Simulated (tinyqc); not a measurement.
Fully depleted semiconductor-on-insulator film with two gates, non-linear Poisson equation by Newton steps: two steps of the calculation.

One dimension across the film, front interface at x = 0, back interface at x = ts. psi is counted from the intrinsic level, n = ni exp(psi/Vt) (source grounded), holes neglected, acceptors ionised. Gates act through Cox = eps0 eox/tox and Cbox = 3.9 eps0/tb with potentials G1 = Vg - (phiM - chi - Vt ln(Nc/ni)) and G2 = Vb - (phiB - chi - Vt ln(Nc/ni)). Classical Boltzmann densities, no interface charge, no depletion in the back plane.

Parameters, values chosen for the exercise; band and dielectric values close to those of In0.53Ga0.47As:
- T = 400 K (temperature)
- eox = 3.9 (relative permittivity of the gate insulator (close to silicon dioxide))
- tox = 1.5 nm (insulator thickness)
- ts = 6.6 nm (film thickness)
- tb = 12 nm (buried-oxide thickness (eps_r 3.9))
- Na = 1e15 cm^-3 (acceptor density of the film)

Constants: q = 1.602176634e-19 C, kB = 1.380649e-23 J/K, Vt = kB T/q, eps0 = 8.8541878128e-14 F/cm where lengths are in cm. Results are converted to the units shown.

Problem 1. Newton step. Solve a d_(i-1) + b_i d_i + a d_(i+1) = -F_i for all nodes. Each component d is damped to sign(d) Vt ln(1 + |d|/Vt) before it is added.

a = 20.807341 uF/cm^2

| node | diagonal b (F/cm^2) | residual F (C/cm^2) | psi at the start (V) |
|---|---|---|---|
| 0 | -2.3141473e-5 | -2.2586062e-7 | 0.3 |
| 1 | -4.1678768e-5 | -2.2186023e-9 | 0.3 |
| 2 | -4.1678768e-5 | -2.2186023e-9 | 0.3 |
| 3 | -4.1678768e-5 | -2.2186023e-9 | 0.3 |
| 4 | -4.1678768e-5 | -2.2186023e-9 | 0.3 |
| 5 | -4.1678768e-5 | -2.2186023e-9 | 0.3 |
| 6 | -4.1678768e-5 | -2.2186023e-9 | 0.3 |
| 7 | -4.1678768e-5 | -2.2186023e-9 | 0.3 |
| 8 | -4.1678768e-5 | -2.2186023e-9 | 0.3 |
| 9 | -4.1678768e-5 | -2.2186023e-9 | 0.3 |
| 10 | -4.1678768e-5 | -2.2186023e-9 | 0.3 |
| 11 | -2.1127145e-5 | 1.1755495e-7 | 0.3 |

Find: Newton step d, before damping; psi after iteration 1.

Solution 1.

| node | Newton step d, before damping (V) | psi after iteration 1 (V) |
|---|---|---|
| 0 | -0.050714 | 0.26881 |
| 1 | -0.045549 | 0.27097 |
| 2 | -0.040417 | 0.27326 |
| 3 | -0.035302 | 0.27569 |
| 4 | -0.030190 | 0.27832 |
| 5 | -0.025064 | 0.28116 |
| 6 | -0.019909 | 0.28429 |
| 7 | -0.014708 | 0.28775 |
| 8 | -0.009447 | 0.29165 |
| 9 | -0.004107 | 0.29612 |
| 10 | 0.001326 | 0.30130 |
| 11 | 0.006870 | 0.30626 |

Problem 2. Density, residual and Jacobian diagonal. Nodes 0 to 11, h = ts/11, box widths w = h (h/2 at both ends), a = eps0 eps_r/h. F_i = a (psi_(i+1) - 2 psi_i + psi_(i-1)) - q w_i (n_i + Na); F_0 = a (psi_1 - psi_0) + Cox (G1 - psi_0) - q w_0 (n_0 + Na); F_11 = a (psi_10 - psi_11) + Cbox (G2 - psi_11) - q w_11 (n_11 + Na). Diagonal b_i = -2 a - q w_i n_i/Vt, with -a - Cox and -a - Cbox in place of -2 a at the ends.

| node | psi after iteration 1 (V) |
|---|---|
| 0 | 0.26881418 |
| 1 | 0.27097056 |
| 2 | 0.27325541 |
| 3 | 0.27569371 |
| 4 | 0.27831659 |
| 5 | 0.28116351 |
| 6 | 0.28428556 |
| 7 | 0.28775054 |
| 8 | 0.29165127 |
| 9 | 0.29611964 |
| 10 | 0.30130130 |
| 11 | 0.30626483 |

ni = 3.8150331e13 cm^-3
a = 20.807341 uF/cm^2
G1 = 0.20237070 V
G2 = 0.71237070 V

Wanted: n; residual F; diagonal b.

Solution 2.

| node | n (cm^-3) | residual F (1e-7 C/cm^2) | diagonal b (F/cm^2) |
|---|---|---|---|
| 0 | 9.298e16 | -1.085 | -2.312e-5 |
| 1 | 9.899e16 | 0.017 | -4.164e-5 |
| 2 | 1.058e17 | 0.022 | -4.164e-5 |
| 3 | 1.135e17 | 0.027 | -4.165e-5 |
| 4 | 1.225e17 | 0.035 | -4.165e-5 |
| 5 | 1.330e17 | 0.044 | -4.165e-5 |
| 6 | 1.457e17 | 0.057 | -4.166e-5 |
| 7 | 1.611e17 | 0.075 | -4.166e-5 |
| 8 | 1.804e17 | 0.101 | -4.166e-5 |
| 9 | 2.053e17 | 0.129 | -4.167e-5 |
| 10 | 2.386e17 | -0.068 | -4.168e-5 |
| 11 | 2.756e17 | 0.123 | -2.113e-5 |

Range of the model: In so thin a film or at such density quantum confinement moves the charge away from the interfaces and raises the threshold.

Computed by the program tinyqc: `OMP_NUM_THREADS=1 python tinyqc.py 2190001 2190002 out.jsonl`, one thread of a shared Intel Xeon 2.30GHz, about 0.3 s for the whole run.
